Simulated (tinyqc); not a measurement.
Thickness series: Landau-Devonshire theory of a uniaxial ferroelectric. Computed by tinyqc, a small Python program. Command: `OMP_NUM_THREADS=1 python tinyqc.py 3015189 3015190 out.jsonl ferro walk`. One thread of a shared host (Intel(R) Xeon(R) Processor @ 2.30GHz), about 0.01 s of CPU time with the checks.

G(P) = (alpha/2) P^2 + (beta*/4) P^4 + (gamma/6) P^6 - E P per volume, SI units, one domain, P along the polar axis, which is normal to the film.

Inputs (values chosen for the exercise, modelled on barium titanate): alpha_0 = 691000 J m/(C^2 K); Curie-Weiss temperature T0 = 381 K; beta = -8.02e+08 J m^5/C^4; gamma = 1.7e+10 J m^9/C^6; temperature T = 315 K; misfit strain u_m = -0.016; electrostriction Q12 = -0.043 m^4/C^2; compliance s11 + s12 = 5.6e-12 m^2/N; film thickness d = 38 nm; screening length lambda = 0.004 nm; background permittivity eps_b = 5; series capacitance C_d = 1.8 microfarad/cm^2.

Sample: epitaxial film.

Constants: eps_0 = 8.8541878128e-12 F/m.

Method:
- alpha = alpha_0 (T - T0*), with clamping: T0* = T0 + 4 Q12 u_m/(alpha_0 (s11 + s12)), beta* = beta + 4 Q12^2/(s11 + s12).
- Ps^2 = [-beta* + sqrt(beta*^2 - 4 alpha gamma)]/(2 gamma).
- chi = 1/(eps_0 G''), G'' = alpha + 3 beta* P^2 + 5 gamma P^4 at Ps. Ps, chi and the coercive field are for perfect screening, without a depolarising field. The intrinsic coercive field is |alpha P + beta* P^3 + gamma P^5| at the P_c where G'' = 0. 1 C/m^2 = 100 microcoulomb/cm^2.
- Between shorted electrodes with screening length lambda each, the depolarising field is -k P, k = 2 lambda/(eps_0 (d + 2 lambda eps_b)), so alpha turns into alpha + k.
- The polar state is the lowest uniform state while alpha + k < 0 (beta* > 0) or < 3 beta*^2/(16 gamma) (beta* < 0); setting the equality gives the critical thickness d_c.
- Domains are left out, though they can pre-empt both the loss of P and the state at P = 0. The second and third columns are for the shorted capacitor, polar only where it is the lowest uniform state: alpha + k < 0 (beta* > 0) or < 3 beta*^2/(16 gamma) (beta* < 0). The last column is another circuit, the film in series with C_d at P = 0: 1/C = (alpha d)/(1 + alpha eps_0 eps_b) + 1/C_d, and P = 0 is locally stable while 1/C > 0; a dash marks the rest.

alpha = -5.37035e+08 J m/C^2

beta* = 5.18714e+08 J m^5/C^4

critical thickness d_c = 1.64244 nm

spontaneous polarisation Ps = 40.3898 microcoulomb/cm^2

Against thickness:
```
d (nm)  P (microcoulomb/cm^2)  depolarising field (MV/m)  C of the stack / C_d
1                       0.000                       0.00                1.0100
2                      24.638                     109.12                1.0202
3                      32.325                      96.08                1.0306
5                      36.140                      64.79                1.0521
8                      37.885                      42.57                1.0860
15                     39.107                      23.49                1.1744
30                     39.762                      11.96                1.4226
60                     40.079                       6.03                2.4638
150                    40.266                       2.42                     -
```

What follows from these numbers?

The polar state appears between 1 and 2 nm (d_c = 1.64 nm), and at 150 nm P is 99.7 % of Ps. The stack exceeds C_d wherever it is stable, up to 2.46 times: the ferroelectric held at P = 0 acts as a negative capacitance. Caution: the strain shifts T0 by more than 500 K here, which is beyond the range where constant coefficients hold. Caution: far below T0* the expansion with linear alpha(T) is only a fit.

Extremes, crossings and ranges named in words are read from the listed rows.
